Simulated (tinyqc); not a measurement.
Planar ballistic transistor, top-of-the-barrier model: effect of the valley degeneracy.

At the top of the source barrier, states moving towards the drain are filled by the source (Fermi level 0) and states moving back by the drain (Fermi level -q Vd); nothing scatters. U is the shift of the band edge there, set by the capacitances CG, CD and CS (the total) and by the charge. Parabolic two-dimensional band; the source is grounded.

N0 = gv m kB T/(pi hbar^2), CG = eps0 eox/tox, vT = sqrt(2 kB T/(pi m)), CS = CG/aG, n0 = n at U = 0 and Vd = 0. eta1 = -(E0 + U)/Vt, eta2 = eta1 - Vd/Vt, n = (N0/2)[F_0(eta1) + F_0(eta2)], F_0(x) = ln(1 + exp x). U = UL + q (n - n0)/CS with UL = -(aG Vg + aD Vd), energies in eV. I = q (N0/2) vT [F_(1/2)(eta1) - F_(1/2)(eta2)] per width, F_(1/2)(x) = (2/sqrt(pi)) int_0^infinity u^(1/2)/(1 + exp(u - x)) du. CQ = (q/Vt) dn/d(eta1). E0 is held fixed.

Parameters, values chosen for the exercise; mass and valleys close to those of gallium nitride: temperature T = 300 K; effective mass m = 0.207 m0; relative permittivity of the gate insulator eox = 3.9; insulator thickness tox = 3.7 nm; gate control CG/CS aG = 0.83; drain control CD/CS aD = 0.044; band edge at the barrier top above the source Fermi level at zero bias E0 = 0.15 eV; gate voltage Vg = 0.4 V; drain voltage Vd = 0.4 V.

Constants: q = 1.602176634e-19 C, kB = 1.380649e-23 J/K, hbar = 1.054571817e-34 J s, m0 = 9.1093837015e-31 kg, Vt = kB T/q, eps0 = 8.8541878128e-14 F/cm where lengths are in cm. Results are converted to the units shown.

Effect of the valley degeneracy:
```
gv	eta1	n (cm^-2)	I (uA/um)	mean velocity I/(q n) (cm/s)	CQ/CS
1	0.7508	1.271e12	282.4	1.386e7	4.185
2	-0.1065	1.434e12	297.7	1.296e7	5.833
3	-0.5546	1.522e12	307.8	1.262e7	6.742
4	-0.8559	1.583e12	315.7	1.245e7	7.348
6	-1.263	1.670e12	328.1	1.226e7	8.150
```

As gv goes from 1 to 6, n rises from 1.27e12 to 1.67e12 cm^-2, the mean velocity falls from 1.39e7 to 1.23e7 cm/s and the current rises from 282 to 328 uA/um. CQ/CS goes from 4.2 to 8.1.

Program tinyqc, `OMP_NUM_THREADS=1 python tinyqc.py 2400061 2400062 out.jsonl`; Intel Xeon 2.30GHz, shared host, one thread, about 0.01 s.
